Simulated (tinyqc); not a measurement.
Minority-electron transport through the base of a bipolar transistor (Moll-Ross and Kroemer integrals). From current gain beta back to base width W. Computed by tinyqc, a small Python program. Command: `OMP_NUM_THREADS=1 python tinyqc.py 3021457 3021458 out.jsonl base inv`. One thread of a shared host (Intel(R) Xeon(R) Processor @ 2.30GHz), about 0.02 s of CPU time with the checks.

Low injection, one dimension, x from the emitter edge (0) to the collector edge (W), s = x/W. Recombination is treated as a small correction (valid for tau_B well below tau_n), computed from the stored charge.

Inputs (values chosen for the exercise, modelled on SiGe): intrinsic density n_i at the emitter edge = 7.2e+10 1/cm^3; base doping at the emitter edge N_0 = 2.3e+18 1/cm^3; mu_min = 180 cm^2/(V s); mu_max = 1130 cm^2/(V s); N_ref = 1.7e+17 1/cm^3; electron lifetime tau_n = 0.47 ns; emitter Gummel number G_E = 1.4e+14 s/cm^4; base-emitter voltage V_BE = 0.66 V; temperature T = 300 K; gap narrowing across the base dE_g = 56 meV.

Base doping profile: uniform. Gap grading: linear. Exit of the base: infinite sink.

Constants: k_B = 8.617333262e-05 eV/K; e = 1.602176634e-19 C.

Method:
- N(x) = N_0; n_i(x)^2 = n_i^2 exp(s dE_g/k_B T); D(x) = (k_B T/e) mu, mu = mu_min + (mu_max - mu_min)/(1 + (N/N_ref)^0.7).
- With y(x) = N n_i^2/(D n_i(x)^2): base Gummel number G_B = int_0^W y dx; J_C = e n_i^2 exp(e V_BE/k_B T)/G_B; n(x) = (J_C/e)(n_i(x)^2/(N n_i^2)) [int_x^W y dx]; transit time tau_B = (e/J_C) int n dx; trapezoid rule on 401 even points.
- Emitter-limited gain beta_E = G_E/G_B; recombination-limited gain beta_R = tau_n/tau_B; 1/beta = 1/beta_E + 1/beta_R; f_T from the base alone = 1/(2 pi tau_B).

Task: A run gave the result below. Find the base width W, known to lie between 77 and 260 nm.

current gain beta = 40.13884

Result:

Each step takes the trial c = (a f_b - b f_a)/(f_b - f_a), f being the result less the target and a, b, c the logarithms of the listed values; c replaces end b, the old b replaces a if the sign of f changed, and otherwise f_a is halved.

Scan of the range:
```
base width W (nm)  current gain beta
77.0                         93.6611
94.3                         70.1756
116.0                        51.7033
141.0                        38.3923
173.0                        27.8216
212.0                        20.0008
260.0                        14.2244
```

False position (Illinois rule, in the logarithm of the input) inside the bracket:
```
step    end a    end b    trial  current gain beta
1     116.000  141.000  137.435            39.9430
2     116.000  137.435  136.674            40.2867
3     137.435  136.674  137.001            40.1385
4     136.674  137.001  137.000            40.1388
5     136.674  137.000  137.000            40.1388
6     137.000  137.000  137.000            40.1388
```

Current gain beta falls at every point of a 13-point scan of the range (every second point is shown), so one value fits; it is bracketed by 116 and 141. Answer: base width W = 137.0 nm.
